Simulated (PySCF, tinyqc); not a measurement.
Inside a calculation. Method: FCI on RHF in the 6-311g basis, for H2, spin multiplicity 1. The lowest restricted solution is unstable here: a spin-polarised one lies 0.0036 hartree lower (PySCF). One step of it, computed by the program tinyqc.

Problem. FCI: determinants and Hamiltonian. Slater-Condon rules over spin orbitals, with the nuclear repulsion added and E(HF) subtracted on the diagonal. Only determinants linked to the reference directly or through others are kept (one block of an abelian symmetry group), so some states are absent.

one-electron integrals over orbitals h = C^T H C (hartree):
$$\begin{pmatrix}
-0.973152 & 0.000000 & -0.104484 & 0.000000 & 0.000000 & 0.038015 \\
0.000000 & -0.608239 & 0.000000 & 0.186449 & 0.034223 & 0.000000 \\
-0.104484 & 0.000000 & -0.278927 & 0.000000 & 0.000000 & 0.112052 \\
0.000000 & 0.186449 & 0.000000 & -0.241065 & -0.160773 & 0.000000 \\
0.000000 & 0.034223 & 0.000000 & -0.160773 & 1.544773 & 0.000000 \\
0.038015 & 0.000000 & 0.112052 & 0.000000 & 0.000000 & 1.551049
\end{pmatrix}$$

Two-electron integrals over orbitals (pq|rs), unique and non-zero (hartree):
```
(11|11) 0.501702    (21|21) 0.104616    (22|11) 0.388471    (22|22) 0.344786
(31|11) 0.104484    (31|22) 0.057226    (31|31) 0.050894    (32|21) 0.009592
(32|32) 0.024945    (33|11) 0.342698    (33|22) 0.291916    (33|31) 0.040601
(33|33) 0.278549    (41|21) -0.077557   (41|32) -0.028152   (41|41) 0.077347
(42|11) -0.132003   (42|22) -0.078049   (42|31) -0.054221   (42|33) -0.056573
(42|42) 0.071699    (43|21) -0.074130   (43|32) -0.000372   (43|41) 0.051053
(43|43) 0.059956    (44|11) 0.399155    (44|22) 0.337094    (44|31) 0.071525
(44|33) 0.293071    (44|42) -0.089175   (44|44) 0.344373    (51|21) -0.027154
(51|32) -0.023443   (51|41) 0.041506    (51|43) 0.024607    (51|51) 0.057602
(52|11) -0.030688   (52|22) -0.007113   (52|31) -0.026571   (52|33) -0.010798
(52|42) 0.024000    (52|44) -0.027201   (52|52) 0.039191    (53|21) -0.037582
(53|32) -0.017865   (53|41) 0.041782    (53|43) 0.025531    (53|51) 0.035884
(53|53) 0.030177    (54|11) 0.101140    (54|22) 0.056815    (54|31) 0.049192
(54|33) 0.045026    (54|42) -0.056340   (54|44) 0.074820    (54|52) -0.044231
(54|54) 0.069964    (55|11) 0.525413    (55|22) 0.412682    (55|31) 0.125834
(55|33) 0.349901    (55|42) -0.158393   (55|44) 0.434065    (55|52) -0.075009
(55|54) 0.159649    (55|55) 0.649353    (61|11) -0.038015   (61|22) -0.026442
(61|31) -0.029091   (61|33) -0.014769   (61|42) 0.033848    (61|44) -0.042106
(61|52) 0.042169    (61|54) -0.055015   (61|55) -0.106940   (61|61) 0.061605
(62|21) -0.030820   (62|32) -0.017740   (62|41) 0.038018    (62|43) 0.026201
(62|51) 0.045131    (62|53) 0.029548    (62|62) 0.038142    (63|11) -0.070571
(63|22) -0.047631   (63|31) -0.031632   (63|33) -0.029962   (63|42) 0.039788
(63|44) -0.056075   (63|52) 0.025795    (63|54) -0.045151   (63|55) -0.113539
(63|61) 0.038125    (63|63) 0.033295    (64|21) 0.052470    (64|32) 0.027156
(64|41) -0.059386   (64|43) -0.037190   (64|51) -0.056417   (64|53) -0.043214
(64|62) -0.047976   (64|64) 0.067228    (65|21) 0.149290    (65|32) 0.040335
(65|41) -0.136973   (65|43) -0.108443   (65|51) -0.103927   (65|53) -0.090751
(65|62) -0.093171   (65|64) 0.134625    (65|65) 0.317293    (66|11) 0.551794
(66|22) 0.419220    (66|31) 0.137288    (66|33) 0.361867    (66|42) -0.171326
(66|44) 0.447659    (66|52) -0.084853   (66|54) 0.172540    (66|55) 0.675441
(66|61) -0.110482   (66|63) -0.119060   (66|66) 0.712711
```

nuclear repulsion = 0.40674651 hartree

Hartree-Fock energy = -1.03785539 hartree

Give: determinants; H - E(HF) between determinants.

Solution.

Occupation strings over the orbitals (2 doubly, a alpha, b beta, 0 empty; spin orbitals ordered 1a 1b 2a 2b ...): 200000 a0b000 a0000b b0a000 b0000a 020000 0a0b00 0a00b0 002000 00a00b 0b0a00 000200 000ab0 0b00a0 000ba0 000020 00b00a 000002

H - E(HF) between determinants (hartree):
```
         200000   a0b000   a0000b   b0a000   b0000a   020000   0a0b00   0a00b0
200000   0.0000   0.0000   0.0000   0.0000   0.0000   0.1046  -0.0776  -0.0272
a0b000   0.0000   0.5352   0.0415  -0.0509   0.0291   0.0096  -0.0741  -0.0376
a0000b   0.0000   0.0415   2.5743   0.0291  -0.0616  -0.0308   0.0525   0.1493
b0a000   0.0000  -0.0509   0.0291   0.5352   0.0415  -0.0096   0.0282   0.0234
b0000a   0.0000   0.0291  -0.0616   0.0415   2.5743   0.0308  -0.0380  -0.0451
020000   0.1046   0.0096  -0.0308  -0.0096   0.0308   0.5729   0.1084   0.0271
0a0b00  -0.0776  -0.0741   0.0525   0.0282  -0.0380   0.1084   0.9324  -0.1040
0a00b0  -0.0272  -0.0376   0.1493   0.0234  -0.0451   0.0271  -0.1040   2.7938
002000   0.0509  -0.0639  -0.0316   0.0639   0.0316   0.0249  -0.0004  -0.0179
00a00b  -0.0291  -0.0316   0.0328  -0.0232  -0.0381  -0.0177   0.0272   0.0403
0b0a00   0.0776   0.0282  -0.0380  -0.0741   0.0525  -0.1084  -0.0717  -0.0240
000200   0.0773   0.0511  -0.0594  -0.0511   0.0594   0.0717   0.0973  -0.0563
000ab0   0.0415   0.0418  -0.1370  -0.0246   0.0564   0.0240  -0.0563   0.0281
0b00a0   0.0272   0.0234  -0.0451  -0.0376   0.1493  -0.0271  -0.0240  -0.0392
000ba0  -0.0415  -0.0246   0.0564   0.0418  -0.1370  -0.0240  -0.0070   0.0442
000020   0.0576   0.0359  -0.1039  -0.0359   0.1039   0.0392  -0.0442  -0.0408
00b00a   0.0291  -0.0232  -0.0381  -0.0316   0.0328   0.0177  -0.0262  -0.0295
000002   0.0616   0.0381  -0.0725  -0.0381   0.0725   0.0381  -0.0480  -0.0932

         002000   00a00b   0b0a00   000200   000ab0   0b00a0   000ba0   000020
200000   0.0509  -0.0291   0.0776   0.0773   0.0415   0.0272  -0.0415   0.0576
a0b000  -0.0639  -0.0316   0.0282   0.0511   0.0418   0.0234  -0.0246   0.0359
a0000b  -0.0316   0.0328  -0.0380  -0.0594  -0.1370  -0.0451   0.0564  -0.1039
b0a000   0.0639  -0.0232  -0.0741  -0.0511  -0.0246  -0.0376   0.0418  -0.0359
b0000a   0.0316  -0.0381   0.0525   0.0594   0.0564   0.1493  -0.1370   0.1039
020000   0.0249  -0.0177  -0.1084   0.0717   0.0240  -0.0271  -0.0240   0.0392
0a0b00  -0.0004   0.0272  -0.0717   0.0973  -0.0563  -0.0240  -0.0070  -0.0442
0a00b0  -0.0179   0.0403  -0.0240  -0.0563   0.0281  -0.0392   0.0442  -0.0408
002000   1.1653   0.0821   0.0004   0.0600   0.0255   0.0179  -0.0255   0.0302
00a00b   0.0821   3.0786  -0.0262  -0.0372  -0.1084  -0.0295   0.0432  -0.0908
0b0a00   0.0004  -0.0262   0.9324  -0.0973  -0.0070  -0.1040  -0.0563   0.0442
000200   0.0600  -0.0372  -0.0973   1.3068  -0.0860   0.0563   0.0860   0.0700
000ab0   0.0255  -0.1084  -0.0070  -0.0860   3.1824   0.0442  -0.0700  -0.0011
0b00a0   0.0179  -0.0295  -0.1040   0.0563   0.0442   2.7938   0.0281   0.0408
000ba0  -0.0255   0.0432  -0.0563   0.0860  -0.0700   0.0281   3.1824   0.0011
000020   0.0302  -0.0908   0.0442   0.0700  -0.0011   0.0408   0.0011   5.1835
00b00a  -0.0821  -0.0333   0.0272   0.0372   0.0432   0.0403  -0.1084   0.0908
000002   0.0333  -0.0070   0.0480   0.0672   0.1346   0.0932  -0.1346   0.3173

         00b00a   000002
200000   0.0291   0.0616
a0b000  -0.0232   0.0381
a0000b  -0.0381  -0.0725
b0a000  -0.0316  -0.0381
b0000a   0.0328   0.0725
020000   0.0177   0.0381
0a0b00  -0.0262  -0.0480
0a00b0  -0.0295  -0.0932
002000  -0.0821   0.0333
00a00b  -0.0333  -0.0070
0b0a00   0.0272   0.0480
000200   0.0372   0.0672
000ab0   0.0432   0.1346
0b00a0   0.0403   0.0932
000ba0  -0.1084  -0.1346
000020   0.0908   0.3173
00b00a   3.0786   0.0070
000002   0.0070   5.2594
```
